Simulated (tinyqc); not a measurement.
Permittivity of the insulator from five potentials.

Problem. A node lies on a semiconductor-insulator interface. Steps: hs = tb/2 down into the semiconductor, ho = tox/2 up into the insulator, hy = L/5 sideways. The flux balance of its box reads eox (hy/ho)(above - node) + eps_r (hy/hs)(below - node) + [(eps_r hs + eox ho)/(2 hy)](left + right - 2 node) - q Na (hs/2) hy/eps0 = 0. Find eox.

Values chosen for this exercise; semiconductor permittivity close to that of silicon:
```
symbol,value,unit,meaning
eps_r,11.7,,relative permittivity of the semiconductor
tb,8,nm,body thickness
tox,4,nm,insulator thickness
L,50,nm,channel length
Na,1.1e18,cm^-3,acceptor density of the depleted body
```

Constants: q = 1.602176634e-19 C, eps0 = 8.8541878128e-14 F/cm where lengths are in cm. Results are converted to the units shown.

psi (V): node -0.016519345, above -0.036253992, below 0.0064741970, left -0.049490328, right 0.20583152

Solution. The balance is linear in eox.

eox = 9.000

tinyqc, about 0.1 s, one thread, Intel Xeon 2.30GHz (shared host): `OMP_NUM_THREADS=1 python tinyqc.py 2480144 2480145 out.jsonl`
